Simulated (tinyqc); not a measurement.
Raising U: Hubbard chain of 4 sites, mean field against exact. Computed by the program tinyqc. Collinear unrestricted mean field (the lowest of 40 random starts) against exact diagonalisation.

one-body matrix (hopping and site energies) (eV):
```
         1        2        3        4
1  -0.3200  -1.5500   0.0000   0.0000
2  -1.5500  -0.0300  -1.5500   0.0000
3   0.0000  -1.5500   0.3400  -1.5500
4   0.0000   0.0000  -1.5500  -0.4000
```

electrons, up and down: 2  1

Exact and mean-field results (eV):

| U | U/t | E exact | E mean field | mean \|n_up - n_down\| | double occupancy, exact | first gap in the sector |
|---|---|---|---|---|---|---|
| 0.7800 | 0.5032 | -5.872647 | -5.852977 | 0.2500 | 0.1063 | 1.3444 |
| 1.5500 | 1.0000 | -5.566277 | -5.491472 | 0.2500 | 0.0928 | 1.3189 |
| 4.6500 | 3.0000 | -4.693635 | -4.226402 | 0.4282 | 0.0516 | 1.0411 |
| 6.2000 | 4.0000 | -4.415906 | -3.809478 | 0.5369 | 0.0387 | 0.9045 |
| 9.3000 | 6.0000 | -4.043840 | -3.314490 | 0.6388 | 0.0230 | 0.6974 |
| 12.4000 | 8.0000 | -3.814005 | -3.089602 | 0.7288 | 0.0149 | 0.5590 |
| 18.6000 | 12.0000 | -3.552916 | -2.954967 | 0.7410 | 0.0074 | 0.3949 |
| 31.0000 | 20.0000 | -3.323140 | -2.848368 | 0.7468 | 0.0029 | 0.2458 |

Estimate the missing row, U = 3.1.

Computed row:
```
U          U/t    E exact  E mean field  mean |n_up - n_down|  double occupancy, exact  first gap in the sector
3.1000  2.0000  -5.066019     -4.803408                0.2896                   0.0694                   1.1922
```

In absolute terms mean field is worst at U/t = 6.0, 0.729 eV too high: at small U it is nearly exact, and at large U it still misses the motion of the hole through a fluctuating spin background. Relative to the exact energy its error is 0.3 % at the smallest U, 19 % at most and 14 % at the largest. The double occupancy falls from 0.106 to 0.003.
